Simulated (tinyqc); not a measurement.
What the anneal budget does: two-dimensional dopant profile at a mask edge: lateral junction, overlap and effective channel length. Computed by tinyqc, a small Python program. Command: `OMP_NUM_THREADS=1 python tinyqc.py 3013388 3013389 out.jsonl lateral walk`. One thread of a shared host (Intel(R) Xeon(R) Processor @ 2.30GHz), about 0.01 s of CPU time with the checks.

Ions enter for y < 0; the mask (spacer, then gate) covers y > 0. x is the depth. The surface reflects dopant during the anneal.

Inputs (values chosen for the exercise, modelled on a source-drain extension in silicon):
```
quantity               value    unit
dose Q               1.7e+15  1/cm^2
projected range R_p      3.2      nm
vertical straggle          1      nm
lateral straggle         1.4      nm
anneal budget D t    6.1e-15    cm^2
channel doping C_B   7.2e+17  1/cm^3
gate length L_g           45      nm
offset spacer           0.99      nm
```

Method:
- Widths s_x^2 = (vertical straggle)^2 + 2 D t, s_y^2 = (lateral straggle)^2 + 2 D t. C(x, y) = V(x) (1/2) erfc(y/(sqrt2 s_y)), V(x) = Q/(sqrt(2 pi) s_x) [exp(-(x - R_p)^2/(2 s_x^2)) + exp(-(x + R_p)^2/(2 s_x^2))]; 1 nm = 1e-7 cm.
- The lateral junction at depth x solves C = C_B: y_j(x) = sqrt2 s_y erfc^-1(2 C_B/V(x)). Overlap under the gate = y_j(0) - spacer; metallurgical channel L_met = L_g - 2 overlap (tails from the two sides are not added).
- x_j solves V(x) = C_B. Budgets are multiples of the given D t (at 0 the mirror term is kept, which overstates V(0) as implanted); those with V(0) not above 2.5 C_B are left out.

Junctions (nm):
```
multiple     s_x     s_y     x_j  y_j(0)  y_j/x_j   L_met
0.0       1.0000  1.4000   7.478   3.319  0.44379  40.343
0.1       1.0592  1.4429   7.717   3.679  0.47672  39.622
0.3       1.1688  1.5251   8.157   4.256  0.52169  38.469
1.0       1.4900  1.7833   9.434   5.632  0.59699  35.716
2.0       1.8547  2.0976  10.862   6.983  0.64284  33.015
4.0       2.4249  2.6153  13.059   8.957  0.68593  29.065
8.0       3.2802  3.4234  16.290  11.811  0.72504  23.358
16.0      4.5299  4.6347  20.909  15.869  0.75895  15.242
```

What follows from these numbers?

The ratio y_j/x_j goes from 0.44 to 0.76: as implanted, x_j includes R_p and y_j only the lateral straggle; after long diffusion both scale roughly with sqrt(D t) as long as V(0) stays far above C_B, and the ratio stays below 1 because the edge starts from half the concentration and an erfc falls faster than the Gaussian. L_met shrinks by 25.1 nm over the rows.
